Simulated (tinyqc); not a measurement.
Two electrons on one impurity (helium-like model): sweeps and comparisons. A value that a table varies takes the place of the one given here.

Units Ha* = 2 Ry m/eps^2 and a* = a0 eps/m. One electron is bound by Z^2/2. Two electrons in the singlet built from exp(-a r) and exp(-b r): S = 8 (ab)^(3/2)/(a + b)^3, h_aa = a^2/2 - Z a, h_bb alike, h_ab = S (ab/2 - Z (a + b)/2), J = ab (a^2 + 3ab + b^2)/(a + b)^3, K = 20 (ab)^3/(a + b)^5, E = (h_aa + h_bb + 2 S h_ab + J + K)/(1 + S^2). For a = b this is a^2 - 2 Z a + 5a/8. Real double donors are deeper, since the central cell is left out.

Constants: e^2/(4 pi eps0) = 14.39964547 eV angstrom.

Values chosen for the exercise (near those of impurities in InP; shifted at random, so the results belong to these values and not to a real crystal): m = 0.08 m0 (one mean mass); eps = 12.7 (dielectric constant); Zs = (0.99, 1.04, 1.25, 1.42, 2.2, 2.96, 3.73) (charges); a_lat = 5.869 angstrom (lattice constant); Eg = 1.413 eV (gap); ED = 6.8 meV (donor binding); EA = 48 meV (acceptor binding); W0 = 17 x 1e7/s (rate at zero distance); kind = same (sublattices of donor and acceptor); shells = (1178, 1791, 2186, 3306, 6667, 7144, 17570) (shell numbers).

## Effective charge

Ha* = 13.4969 meV

Binding of the first electron, of the second (-E - Z^2/2) with equal and with unequal orbitals, and U, the first less the second (unequal).

Results (meV):
```
Z,first,"second, equal","second, unequal",a/b,U,U/(Z Ha*)
0.99,6.6,-0.42,0.14,3.79,6.5,0.485
1.04,7.3,-0.16,0.37,3.32,6.9,0.494
1.25,10.5,1.32,1.77,2.52,8.8,0.520
1.42,13.6,2.95,3.37,2.25,10.2,0.534
2.20,32.7,15.42,15.79,1.76,16.9,0.568
2.96,59.1,35.48,35.83,1.59,23.3,0.583
3.73,93.9,63.74,64.09,1.50,29.8,0.592
```

What can be read from the table?

Equal orbitals bind a second electron only above Z = (5/16)/(1 - 1/sqrt2) = 1.067; unequal ones do so in 7 of the 7 rows. Their gain is 0.56 meV in the first row and 0.34 in the last, while the second binding grows to 64 meV, so the gain decides the matter only near Z = 1. U grows almost linearly with Z: U/(Z Ha*) goes from 0.485 to 0.592, towards 5/8, while the first binding grows as Z^2. Angular correlation is left out: at Z = 1 this function binds the second electron by 0.0133 Ha*, half the exact 0.0278.

## Pair lines (donor-acceptor pair recombination)

h nu = Eg - ED - EA + q/(eps R), q = e^2/(4 pi eps0); shell j lies at R = a_lat sqrt(j/2) for the same sublattice and a_lat sqrt(j/2 - 5/16) for opposite ones (on the same sublattice shells 14, 30, 46, 56, 62, ... are empty, where 2j has the form 4^a (8b + 7)); rate W = W0 exp(-2R/aD) with the donor radius aD = q/(2 eps ED). Polarisation and overlap terms, which matter for close pairs, are left out.

Energy, rate and lifetime for each shell.

Lines:
```
shell,R (angstrom),Coulomb (meV),h nu (eV),step to the next shell (meV),1/W (microsecond)
1178,142.44,8.0,1.3662,0.0034,0.179
1791,175.63,6.5,1.3647,0.0018,0.398
2186,194.03,5.8,1.3640,0.0013,0.618
3306,238.62,4.8,1.3630,0.00072,1.80
6667,338.86,3.3,1.3615,0.00025,19.9
7144,350.77,3.2,1.3614,0.00023,26.5
17570,550.09,2.1,1.3603,5.9e-05,3.17e+03
```

limit for distant pairs = 1.3582 eV
aD = 83.4 angstrom

How do the results move?

The lines crowd together, on average as R^-3: the step falls from 0.0034 to 5.9e-05 meV, so distant pairs merge into a band. Close pairs emit higher and 1.77e+04 times faster over this table, so the band shifts to lower energy with delay and to higher energy with stronger pumping. All these lines lie below Eg, and R/aD runs from 1.7 up.

Run: tinyqc, `OMP_NUM_THREADS=1 python tinyqc.py 1250363 1250364 out.jsonl`; Intel(R) Xeon(R) Processor @ 2.30GHz, one thread, shared host; about 0.04 s of CPU time with all checks.
